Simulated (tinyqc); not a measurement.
Inputs raised by 2 %, one at a time: ballistic transport through the one-dimensional subbands of a rectangular nanowire or nanosheet channel. Computed by tinyqc, a small Python program. Command: `OMP_NUM_THREADS=1 python tinyqc.py 3014119 3014120 out.jsonl wire sens`. One thread of a shared host (Intel(R) Xeon(R) Processor @ 2.30GHz), about 0.09 s of CPU time with the checks.

Hard walls, parabolic subbands, transport along x. Energies are counted from the bulk conduction band edge at the top of the barrier, which the gate pulls down by U; the source Fermi level lies at the bulk edge when U = 0.

Inputs (values chosen for the exercise, modelled on silicon):
```
quantity                                   value  unit
light mass m_t                              0.19   m_0
heavy mass m_l                               0.9   m_0
height a                                     4.2    nm
width b                                      5.6    nm
equivalent oxide thickness t                 1.8    nm
gate voltage above flat band V_G            0.83     V
drain voltage V_D                           0.05     V
temperature T                                150     K
mean free path for back-scattering lambda     16    nm
channel length L                              21    nm
```

Valleys: silicon [100] wire.

Constants: hbar^2/(2 m_0) = 3.80998212 eV angstrom^2; k_B = 8.617333262e-05 eV/K; m_0 = 9.1093837015e-31 kg; k_B = 1.380649e-23 J/K; hbar = 1.054571817e-34 J s; eps_0 = 8.8541878128e-12 F/m; e = 1.602176634e-19 C; h = 6.62607015e-34 J s.

Method:
- E_pq = (hbar^2 pi^2/2)(p^2/(m_y b^2) + q^2/(m_z a^2)); valley pairs: (m_x, m_y, m_z) = (m_t, m_t, m_l), (m_t, m_l, m_t), (m_l, m_t, m_t), each with degeneracy g = 2; the 10 lowest subbands are kept.
- F_j(eta) = (1/Gamma(j + 1)) int_0^infinity x^j/(1 + exp(x - eta)) dx, F_0 = ln(1 + exp(eta)). Integrals over x = E/(k_B T) use 160 Gauss-Legendre points in u = sqrt(x) from 0 to sqrt(max(eta, 0) + 32).
- With degeneracy g = 2, eta_i = (U - E_i)/(k_B T) and u = e V_D/(k_B T): line density n = sum_i g sqrt(2 m_x k_B T/pi)/(2 hbar) [F_-1/2(eta_i) + F_-1/2(eta_i - u)]; gate: e n = C_ox (V_G - U/e), C_ox = 3.9 eps_0 2 (a + b)/t (flat-plate estimate); I = (2 e k_B T/h) sum_i g [F_0(eta_i) - F_0(eta_i - u)].
- Linear conductance G = (2 e^2/h) sum_i g f(eta_i), g = 2, f = 1/(1 + exp(-eta_i)), with the barrier frozen at the eta_i above; current per perimeter I/(2(a + b)); with scattering, transmission lambda/(lambda + L) and low-bias resistance (1 + L/lambda)/G.

Runs; columns: (1) input moved; (2) from; (3) to; (4) ballistic current I (microampere); (5) line density n (1/nm); (6) ballistic conductance (microsiemens); (7) current per perimeter (microampere/micrometre):
```
(1)                                              (2)     (3)     (4)     (5)     (6)     (7)
base run                                           -       -  20.085  1.5399  602.81  1024.7
width b (nm)                                     5.6   5.712  20.293  1.5608  610.38  1023.7
equivalent oxide thickness t (nm)                1.8   1.836  19.785  1.5116  595.99  1009.4
gate voltage above flat band V_G (V)            0.83  0.8466  20.470  1.5764  611.37  1044.4
drain voltage V_D (V)                           0.05   0.051  20.417  1.5393  604.96  1041.7
temperature T (K)                                150     153  20.070  1.5402  600.77  1024.0
mean free path for back-scattering lambda (nm)    16   16.32  20.085  1.5399  602.81  1024.7
channel length L (nm)                             21   21.42  20.085  1.5399  602.81  1024.7
```

Exponents ln(y'/y) / ln(x'/x):
```
input                                      ballistic current I  line density n  ballistic conductance  current per perimeter
width b                                                  0.522           0.680                  0.630                 -0.052
equivalent oxide thickness t                            -0.759          -0.937                 -0.575                 -0.759
gate voltage above flat band V_G                         0.960           1.183                  0.712                  0.960
drain voltage V_D                                        0.830          -0.020                  0.179                  0.830
temperature T                                           -0.037           0.009                 -0.172                 -0.037
mean free path for back-scattering lambda                0.000           0.000                  0.000                  0.000
channel length L                                         0.000           0.000                  0.000                  0.000
```

Which inputs matter most for each result?

Among the inputs moved here: ballistic current I answers most in size to gate voltage above flat band V_G (exponent +0.960), next to drain voltage V_D (+0.830); its exponent is below 0.0005 for mean free path for back-scattering lambda, channel length L. line density n answers most in size to gate voltage above flat band V_G (exponent +1.183), next to equivalent oxide thickness t (-0.937); its exponent is below 0.0005 for mean free path for back-scattering lambda, channel length L. ballistic conductance answers most in size to gate voltage above flat band V_G (exponent +0.712), next to width b (+0.630); its exponent is below 0.0005 for mean free path for back-scattering lambda, channel length L. current per perimeter answers most in size to gate voltage above flat band V_G (exponent +0.960), next to drain voltage V_D (+0.830); its exponent is below 0.0005 for mean free path for back-scattering lambda, channel length L.
